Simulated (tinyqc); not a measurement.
Drifting, spreading and decaying minority pulse (Haynes-Shockley), Crank-Nicolson time steps: one step of the calculation.

Low injection in a uniform field: dn/dt = D d2n/dx2 - v dn/dx - n/tau with D = mu Vt and v = mu F towards +x. Exact solution on an infinite bar for a Gaussian start at x0: n = N0 exp(-t/tau) exp(-(x - x0 - v t)^2/(2 s^2))/sqrt(2 pi s^2), s^2 = s0^2 + 2 D t.

Task. Densities after a time step. (L n)_i = a n_(i-1) + b n_i + c n_(i+1), n = 0 beyond the ends. Crank-Nicolson step: solve n(new) - L n(new)/2 = n + L n/2.

a = 0.33767445
b = -0.56563929
c = 0.22082199

| node | n at t = 2 dt (1e14 cm^-3) |
|---|---|
| 1 | 0.1381850 |
| 2 | 0.5277349 |
| 3 | 1.2521831 |
| 4 | 1.7947154 |
| 5 | 1.5268707 |
| 6 | 0.8068110 |
| 7 | 0.2853465 |
| 8 | 0.0737521 |
| 9 | 0.0153426 |
| 10 | 0.0028001 |
| 11 | 0.0004738 |
| 12 | 0.0000754 |

Give: n at t = 3 dt.

Result.

| node | n at t = 3 dt (1e14 cm^-3) |
|---|---|
| 1 | 0.1692 |
| 2 | 0.5406 |
| 3 | 1.1305 |
| 4 | 1.5726 |
| 5 | 1.4438 |
| 6 | 0.9012 |
| 7 | 0.4024 |
| 8 | 0.1363 |
| 9 | 0.0372 |
| 10 | 0.0087 |
| 11 | 0.0018 |
| 12 | 0.0003 |

Computed by the program tinyqc: `OMP_NUM_THREADS=1 python tinyqc.py 2310106 2310107 out.jsonl`, one thread of a shared Intel Xeon 2.30GHz, about 0.01 s for the whole run.
